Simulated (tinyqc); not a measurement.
# Landau-Devonshire theory of a uniaxial ferroelectric, step by step

A worked calculation. Computed by tinyqc, a small Python program that keeps every step. Command: `OMP_NUM_THREADS=1 python tinyqc.py 3011220 3011221 out.jsonl ferro walk`. One thread of a shared host (Intel(R) Xeon(R) Processor @ 2.30GHz), about 0.01 s of CPU time with the checks. Intermediate numbers are printed to about 6 digits and carried at full precision; extremes and crossings named in words are read from the listed rows.

G(P) = (alpha/2) P^2 + (beta*/4) P^4 + (gamma/6) P^6 - E P per volume, SI units, one domain, P along the polar axis, which is normal to the film.

Inputs (values chosen for the exercise, modelled on barium titanate):

| quantity | value | unit |
|---|---|---|
| alpha_0 | 653000 | J m/(C^2 K) |
| Curie-Weiss temperature T0 | 381 | K |
| beta | -8.26e+08 | J m^5/C^4 |
| gamma | 1.72e+10 | J m^9/C^6 |
| temperature T | 337 | K |
| misfit strain u_m | -0.0016 | - |
| electrostriction Q12 | -0.043 | m^4/C^2 |
| compliance s11 + s12 | 5.6e-12 | m^2/N |
| applied field E | 1.3 | MV/m |
| film thickness d | 6.1 | nm |
| screening length lambda | 0.037 | nm |
| background permittivity eps_b | 10 | - |
| gradient coefficient g | 2.3e-11 | J m^3/C^2 |
| series capacitance C_d | 8 | microfarad/cm^2 |
| start of Newton steps P0/Ps | 2 | - |

Sample: epitaxial film.

Constants: eps_0 = 8.8541878128e-12 F/m.

## Coefficients at T

alpha = alpha_0 (T - T0*), with clamping: T0* = T0 + 4 Q12 u_m/(alpha_0 (s11 + s12)), beta* = beta + 4 Q12^2/(s11 + s12).

T0* = 456.257 K

alpha = -7.78749e+07 J m/C^2

beta* = 4.94714e+08 J m^5/C^4

Compression raises T0 by 75 K. beta* > 0: the transition is of second order, although the free crystal has a first-order one.

## Spontaneous polarisation, susceptibility, coercive field

Ps^2 = [-beta* + sqrt(beta*^2 - 4 alpha gamma)]/(2 gamma). chi = 1/(eps_0 G''), G'' = alpha + 3 beta* P^2 + 5 gamma P^4 at Ps. Ps, chi and the coercive field are for perfect screening, without a depolarising field. The intrinsic coercive field is |alpha P + beta* P^3 + gamma P^5| at the P_c where G'' = 0. 1 C/m^2 = 100 microcoulomb/cm^2.

spontaneous polarisation Ps = 23.3294 microcoulomb/cm^2

susceptibility chi = 438.352

well depth G(Ps) = -1.29068 MJ/m^3

P_c = 15.0585 microcoulomb/cm^2

intrinsic coercive field = 8.70572 MV/m

P_c/Ps = 0.645, above the 0.577 of a quartic well, as the sixth-order term matters. Real switching runs by domain nucleation at far lower fields.

## Polarisation in the field by Newton steps

Solve G'(P) = alpha P + beta* P^3 + gamma P^5 - E = 0 by P(new) = P - G'/G'' from P0; stop when the step is below 1e-11 C/m^2 (G' under 1e-6 MV/m is shown as 0).

Newton steps:

| step | P (microcoulomb/cm^2) | G' (MV/m) | G'' (MJ m/C^2) |
|---|---|---|---|
| 1 | 46.6587 | 3.92975e+02 | 4321.19 |
| 2 | 37.5646 | 1.24324e+02 | 1843.99 |
| 3 | 30.8225 | 3.70315e+01 | 839.31 |
| 4 | 26.4103 | 9.34664e+00 | 444.05 |
| 5 | 24.3055 | 1.46534e+00 | 309.94 |
| 6 | 23.8327 | 6.21524e-02 | 283.88 |
| 7 | 23.8108 | 1.28457e-04 | 282.70 |
| 8 | 23.8107 | 0 | 282.70 |

P at the end of the steps = 23.8107 microcoulomb/cm^2

1/(eps_0 G'') there = 399.505

The linear estimate Ps + eps_0 chi E gives 23.834; the field lowers chi by 8.9 %.

## The 180-degree wall

With the term (g/2) (dP/dx)^2, (g/2) P'^2 = G(P) - G(Ps) across the wall: energy = int_(-Ps)^(Ps) sqrt(2 g [G(P) - G(Ps)]) dP (40 Gauss-Legendre points); width = 2 Ps over the slope at P = 0, sqrt(2 |G(Ps)|/g). Elastic coupling inside the wall is left out.

wall energy = 2.47961 mJ/m^2

wall width = 1.39275 nm

## A capacitor with imperfect screening

Between shorted electrodes with screening length lambda each, the depolarising field is -k P, k = 2 lambda/(eps_0 (d + 2 lambda eps_b)), so alpha turns into alpha + k. The polar state is the lowest uniform state while alpha + k < 0 (beta* > 0) or < 3 beta*^2/(16 gamma) (beta* < 0); setting the equality gives the critical thickness d_c.

depolarising coefficient k = 1.22188e+09 J m/C^2

polarisation of the film = 0 microcoulomb/cm^2

size of the depolarising field = 0 MV/m

critical thickness d_c = 106.581 nm

The film is thinner than d_c, so the uniform polar state is not the lowest one; a real film may break into domains or be non-polar.

## Thickness series

Domains are left out, though they can pre-empt both the loss of P and the state at P = 0. The second and third columns are for the shorted capacitor, polar only where it is the lowest uniform state: alpha + k < 0 (beta* > 0) or < 3 beta*^2/(16 gamma) (beta* < 0). The last column is another circuit, the film in series with C_d at P = 0: 1/C = (alpha d)/(1 + alpha eps_0 eps_b) + 1/C_d, and P = 0 is locally stable while 1/C > 0; a dash marks the rest.

Against thickness:

| d (nm) | P (microcoulomb/cm^2) | depolarising field (MV/m) | C of the stack / C_d |
|---|---|---|---|
| 1 | 0.0000 | 0.00000 | 1.0063 |
| 2 | 0.0000 | 0.00000 | 1.0127 |
| 3 | 0.0000 | 0.00000 | 1.0192 |
| 5 | 0.0000 | 0.00000 | 1.0324 |
| 8 | 0.0000 | 0.00000 | 1.0528 |
| 15 | 0.0000 | 0.00000 | 1.1039 |
| 30 | 0.0000 | 0.00000 | 1.2318 |
| 60 | 0.0000 | 0.00000 | 1.6036 |
| 150 | 15.6491 | 8.67651 | 16.9453 |

The polar state appears between 60 and 150 nm (d_c = 107 nm), and at 150 nm P is 67.1 % of Ps. The stack exceeds C_d wherever it is stable, up to 16.9 times: the ferroelectric held at P = 0 acts as a negative capacitance.

Checks made by the program: Ps against a numerical root of G'(P)/P (relative difference below 1e-10).
